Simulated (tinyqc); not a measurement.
Ratio and sensitivities against delay: time-domain thermoreflectance: layered heat flow under a modulated pulse train, and what the signal ratio measures. Computed by tinyqc, a small Python program. Command: `OMP_NUM_THREADS=1 python tinyqc.py 3111252 3111253 out.jsonl tdtr walk`. One thread of a shared host (Intel(R) Xeon(R) Processor @ 2.30GHz), about 0.2 s of CPU time with the checks.

Pulses repeat at 80 MHz; heat is laid down at the surface, all layers are isotropic, and the film is in perfect contact with the substrate.

Inputs (values chosen for the exercise, modelled on aluminium on silicon):
```
quantity                                value        unit
metal thickness d                         110          nm
metal conductivity                        130     W/(m K)
metal heat capacity                      2.42  MJ/(m^3 K)
boundary conductance G under the metal     79  MW/(m^2 K)
film thickness                             87          nm
film conductivity                         8.1     W/(m K)
film heat capacity                        2.2  MJ/(m^3 K)
substrate conductivity kappa              143     W/(m K)
substrate heat capacity C                1.64  MJ/(m^3 K)
modulation frequency f                     12         MHz
spot radius w (1/e^2, pump and probe)     3.9  micrometre
```

Stack: metal, film, substrate.

Method:
- For radial wave number k and angular frequency W each layer has u = sqrt(4 pi^2 k^2 + i W C/kappa) and gamma = kappa u. Surface impedance from below: Z = 1/gamma for the substrate; a layer of thickness L maps Z to (Z + tanh(u L)/gamma)/(1 + gamma Z tanh(u L)); a boundary adds 1/G.
- Response per absorbed watt H(W) = 2 pi int_0^(2/w) Z(k, W) exp(-pi^2 k^2 w^2) k dk by 20 Gauss-Legendre points.
- Signal: X + iY = sum_(m = -M..M) H(2 pi (f + m f_r)) exp(i 2 pi m f_r t) exp(-pi (m/M)^2 x 4), f_r = 80 MHz, M = 4000, with H(-W) the complex conjugate of H(W); V_in = X, V_out = Y, ratio = -V_in/V_out.
- Sensitivity S = ln(ratio'/ratio)/ln(1.01) for a rise of one input by 1 %.

Ratio and sensitivities:
```
t (ps)   ratio  S to kappa   S to G   S to d   S to C    S to w  S to film conductivity
100     4.9631     0.20192  0.43153  -1.0222  0.16562  -0.29509                 0.41954
200     4.6071     0.19819  0.39970  -1.1562  0.16167  -0.28543                 0.40434
400     4.1889     0.19099  0.34950  -1.0665  0.15459  -0.26794                 0.37669
800     3.5626     0.18044  0.28058  -0.9214  0.14391  -0.24083                 0.33078
1500    2.8297     0.16931  0.20735  -0.7512  0.13162  -0.20900                 0.26987
2500    2.1701     0.16192  0.14544  -0.6011  0.12110  -0.18254                 0.20833
4000    1.5641     0.16163  0.08902  -0.4709  0.11330  -0.16482                 0.14799
```

What does the comparison show, and why?

The largest sensitivity in size at 100 ps is to d (-1.02). kappa and C enter almost alike, through the effusivity. At 400 ps an error of 3 % in d passes on as 17 % in kappa.

Extremes, crossings and ranges named in words are read from the listed rows.
